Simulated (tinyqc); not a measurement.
A coarse mesh hides or distorts the instability: Peierls distortion of a half-filled chain.

Atoms move by +/- u, so bonds change by -/+ 2u and hoppings are t +/- 2 al u. Bands E = -/+ sqrt((2 t cos x)^2 + D^2 sin^2 x) with D = 4 al u, x = k a in (0, pi/2); the gap is 2D. Energy per atom at zero temperature: E(u) = -mean_x sqrt(...) + 2 K u^2; exactly, the mean is (4t/pi) E(1 - z^2), z = D/2t, E the complete elliptic integral of the second kind with parameter m. Coupling lambda = 2 al^2/(pi t K).

Inputs chosen for the exercise:
```
symbol  value  unit           meaning
t       1.81   eV             hopping of the even chain
al      3.2    eV/angstrom    change of hopping with bond length
K       22.1   eV/angstrom^2  spring constant of a bond
```

u0 from the gap equation K = 4 al^2 mean(sin^2 x/|E|) on the mesh x_j = (j + 1/2) pi/(2N); 0 where it has no root.

Results:
```
N     u0 (angstrom)  gap (eV)  smallest |E| at u = 0 (eV)
1            0.0000     0.000                       2.560
2            0.0000     0.000                       1.385
3            0.0000     0.000                       0.937
4            0.0000     0.000                       0.706
6            0.0000     0.000                       0.473
8            0.0138     0.353                       0.355
12           0.0184     0.472                       0.237
20           0.0195     0.498                       0.142
40           0.0195     0.500                       0.071
4000         0.0195     0.500                       0.001
```

How do the results move, and what explains it?

For N = 1, 2, 3, 4 and 6 no distortion is found: the mesh leaves its own gap at u = 0, which cuts off the logarithm. u0 is within 1 % of the last row from N = 20 on; the mesh must resolve D = 0.250 eV, and the coherence length xi/a = 2t/D is 14.5.

Computed by tinyqc, a small Python program: `OMP_NUM_THREADS=1 python tinyqc.py 1682269 1682270 out.jsonl` (the numbers bound the seed that draws the inputs); one thread of a shared host (Intel(R) Xeon(R) Processor @ 2.30GHz), about 0.08 s for the whole set of steps.
